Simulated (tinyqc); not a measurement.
Regular and subregular solution with a miscibility gap: one step, computed by the program tinyqc.

Per mole of mixing sites: G(x) = x (1 - x) [L0 + L1 (1 - 2x)] + R T [x ln x + (1 - x) ln(1 - x)], x the fraction of B.

Task: Critical point. The spinodal is G'' = 0, R T_s(x) = x (1 - x) [2 L0 + 6 L1 (1 - 2x)]; the critical point is its maximum.

Inputs (values chosen for the exercise, for a model alloy): asymmetry L1 = 0.56 kJ/mol.

L0 = 10.3 kJ/mol

Constants: R = 8.314462618 J/(mol K).

Give: critical composition x_c; critical temperature T_c.

Result:

critical composition x_c = 0.46001

critical temperature T_c = 623.47 K

L1 > 0 moves the top of the gap to the A-rich side and raises it by 4.1 K over L0/(2 R).
